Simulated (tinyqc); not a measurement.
Resonant-tunnelling diode, transfer matrices and Tsu-Esaki current: one step of the calculation.

Emitter (band edge 0), barrier d1, well Lw, barrier d2, collector (edge -V). The bias drops linearly over these layers and none in the contacts; each layer is cut into ns equal slices, flat at the value of their centres. E is the energy of motion across the layers, C = hbar^2/(2 m0), psi and psi'/m are continuous. Transport is coherent, T(E) is taken as independent of the transverse momentum, and charge in the well is ignored.

Task. Running product of the slice matrices at the trial energy. For the pair (psi, psi'/m) a flat layer has M = [[cos kd, (m/k) sin kd], [-(k/m) sin kd, cos kd]] with k = sqrt(m (E - U)/C) above its edge U, and M = [[cosh Kd, (m/K) sinh Kd], [(K/m) sinh Kd, cosh Kd]] with K = sqrt(m (U - E)/C) below it. Later slices stand to the left. With M acting on (psi, psi'/m) and v = k/m in each lead, T(E) = 4 vL vR/[(vL vR M12 - M21)^2 + (vR M11 + vL M22)^2]. vL = sqrt(mw E/C)/mw, vR = sqrt(mw (E + V)/C)/mw.

Inputs (values chosen for the exercise); masses and offsets of a made-up heterostructure:
- mw = 0.25 m0 (mass in the well, spacer and contacts)
- ns = 3 (slices in each layer)
- V = 0.088 V (bias of the collector)
- E = 0.10911 eV (trial energy)

Constants: q = 1.602176634e-19 C, hbar = 1.054571817e-34 J s, m0 = 9.1093837015e-31 kg, hbar^2/(2 m0) = 0.0380998212 eV nm^2. Results are converted to the units shown.

```
slice	U (eV)	m (m0)	width (nm)
0	0.60606504	0.34	0.36666667
1	0.59819512	0.34	0.36666667
2	0.59032520	0.34	0.36666667
3	-0.03040650	0.25	0.63333333
4	-0.04400000	0.25	0.63333333
5	-0.05759350	0.25	0.63333333
6	0.54167480	0.34	0.36666667
7	0.53380488	0.34	0.36666667
8	0.52593496	0.34	0.36666667
```

Find: Product after each layer; T(E).

Result.

Product after each layer:
```
	M11	M12 (nm)	M21 (1/nm)	M22
barrier d1	5.0576	0.80188	30.274	4.9977
well	5.7290	0.95492	-30.661	-4.9361
barrier d2	2.4051	0.52883	6.2480	1.7896
```

T(E) = 0.21054

tinyqc, about 0.2 s, one thread, Intel Xeon 2.30GHz (shared host): `OMP_NUM_THREADS=1 python tinyqc.py 2600002 2600003 out.jsonl`
